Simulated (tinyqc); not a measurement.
Worked calculation: collinear exchange A + BC -> AB + C on a London-Eyring-Polanyi-Sato surface: saddle, string of images and rate. Computed by tinyqc, a small Python program that keeps every step. Command: `OMP_NUM_THREADS=1 python tinyqc.py 3110798 3110799 out.jsonl leps walk`. One thread of a shared host (Intel(R) Xeon(R) Processor @ 2.30GHz), about 0.06 s of CPU time with the checks. Intermediate numbers are printed to about 5 digits and carried at full precision; extremes and crossings named in words are read from the listed rows.

x = r(AB), y = r(BC), r(AC) = x + y. V is counted from separated atoms, the barrier from A + BC, that is V + D(BC).

Inputs (values chosen for the exercise, bond data loosely for abstraction of hydrogen from a Si-H bond by a hydrogen atom; the barrier is not fitted):
```
quantity            value           unit
D(AB)                 4.7             eV
r0(AB)              0.742       angstrom
beta(AB)             1.94     1/angstrom
D(BC)                4.06             eV
r0(BC)               1.48       angstrom
beta(BC)             1.52     1/angstrom
D(AC)                4.14             eV
r0(AC)               1.48       angstrom
beta(AC)             1.52     1/angstrom
Sato parameter S    0.029              -
mass of A           1.008              u
mass of B           1.008              u
mass of C           28.09              u
temperature T         900              K
step of the string   0.01  angstrom^2/eV
```

Constants: nu for 1 eV/(angstrom^2 u) = 15.6333042 THz; h x 1 THz = 4.135667696 meV; k_B = 1.380649e-23 J/K; u = 1.6605390666e-27 kg; k_B = 8.617333262e-05 eV/K.

## One point of the surface

For each pair, with u = exp(-beta (r - r0)): Q = D [(3 + S) u^2 - (2 + 6 S) u]/(4 (1 + S)), J = D [(1 + 3 S) u^2 - (6 + 2 S) u]/(4 (1 + S)); V = Q1 + Q2 + Q3 - sqrt(((J1 - J2)^2 + (J2 - J3)^2 + (J3 - J1)^2)/2). Take x = r0(AB) + 0.3 and y = r0(BC) + 0.1 angstrom.

Pair terms:
```
pair        u    Q (eV)   J (eV)
AB    0.55878  -0.30720  -3.4778
BC    0.85899   0.36254  -4.3418
AC    0.17625  -0.29076  -1.0400
```

V = -3.2012 eV

## Relaxing the string

String of 9 images between the fixed ends (r0(AB) + 2, r0(BC)) and (r0(AB), r0(BC) + 2), started on the two straight legs through (r0(AB) + 0.3, r0(BC) + 0.3): each iteration moves the inner images by -step x gradient (central differences) and spaces them evenly again along the broken line (coordinates are kept between 0.2 and 8 angstrom); stop when no coordinate changes by more than 1e-5 angstrom, at most 400 iterations.

Course:
```
iteration  highest inner image above A + BC (eV)  largest move (angstrom)
1                                        0.71327               3.0417e-02
2                                        0.71212               2.7068e-02
3                                        0.71085               2.3711e-02
4                                        0.70937               2.0100e-02
5                                        0.70794               1.6588e-02
6                                        0.70676               1.3384e-02
7                                        0.70591               1.0591e-02
...                                          ...                      ...
56                                       0.70732               1.7955e-05
57                                       0.70731               1.6171e-05
58                                       0.70731               1.4563e-05
59                                       0.70731               1.3114e-05
60                                       0.70730               1.1807e-05
61                                       0.70730               1.0630e-05
62                                       0.70730               9.5693e-06
```

Images at the end:
```
image  x (angstrom)  y (angstrom)  V + D(BC) (eV)
0            2.7420        1.4800         0.03511
1            2.2978        1.4831         0.08107
2            1.8537        1.4918         0.19512
3            1.4146        1.5541         0.48511
4            1.0311        1.7783         0.70730
5            0.7909        2.1508        -0.03018
6            0.7496        2.5916        -0.37872
7            0.7442        3.0358        -0.52025
8            0.7420        3.4800        -0.58258
```

last move = 9.5693e-06 angstrom

Converged in 62 iterations.

## Saddle by Newton steps

From the highest inner image, z -> z - H^-1 g with gradient g and Hessian H by central differences, steps capped at 0.15 angstrom, 12 steps.

The first seven points:
```
step       x       y  V + D(BC) (eV)  |g| (eV/angstrom)
0     1.0311  1.7783         0.70730         9.6637e-01
1     1.0991  1.6985         0.75522         6.6104e-02
2     1.1039  1.7034         0.75501         7.8933e-04
3     1.1039  1.7034         0.75501         1.2012e-07
4     1.1039  1.7034         0.75501                  0
5     1.1039  1.7034         0.75501                  0
6     1.1039  1.7034         0.75501                  0
```

saddle (x, y) (angstrom): 1.1039  1.7034

barrier = 0.75501 eV

Hessian (eV/angstrom^2):
```
         x       y
x  -2.2077  8.6213
y   8.6213  3.2437
```

The highest image lies 47.7 meV below the saddle. Stretches at the saddle: AB 0.362, BC 0.223 angstrom, for a reaction energy D(BC) - D(AB) = -0.64 eV: an early barrier for an exothermic step.

## Frequencies at the saddle

Wilson matrix G = [[1/m_A + 1/m_B, -1/m_B], [-1/m_B, 1/m_B + 1/m_C]]; eigenvalues lambda of G H give nu = 15.6333042 THz x sqrt(|lambda|), the negative one being imaginary. Reactant: nu_BC from k = 2 D beta^2 and 1/m_B + 1/m_C. Skew angle: cos = sqrt(m_A m_C/((m_A + m_B)(m_B + m_C))).

imaginary frequency = 73.411 THz

real frequency at the saddle = 30.866 THz

nu_BC = 68.643 THz

skew angle = 45.993 degrees

## Transition-state rate

One-dimensional rate constant without tunnelling, k = sqrt(k_B T/(2 pi mu)) [sinh(h nu_BC/(2 k_B T))/sinh(h nu_s/(2 k_B T))] exp(-barrier/(k_B T)) with mu = m_A (m_B + m_C)/(m_A + m_B + m_C); Wigner factor 1 + (h nu_i/(k_B T))^2/24; adiabatic barrier = barrier + h (nu_s - nu_BC)/2.

adiabatic barrier = 0.67689 eV

rate constant k = 21.624 cm/s

Wigner factor = 1.6385

## Rate against temperature

The formulas are those given above.

Rates; the last column is k_B T^2 d ln k/dT:
```
T (K)    k (cm/s)  Wigner factor  activation energy (eV)
300    2.7350e-07         6.7467                 0.69073
400    2.2379e-04         4.2325                 0.69727
550    5.8014e-02         2.7098                 0.70914
750    3.2734e+00         1.9195                 0.72621
1000   5.6328e+01         1.5172                 0.74660
1400   6.9928e+02         1.2639                 0.77525
2000   5.0090e+03         1.1293                 0.81167
```

The activation energy goes from 0.691 eV at 300 K, near the adiabatic barrier plus k_B T/2 (0.690), to 0.812 eV at 2000 K; the classical limit is the barrier plus k_B T/2 (0.841).

Checks made by the program: V for A far away against -D(BC) (relative difference below 1e-10).
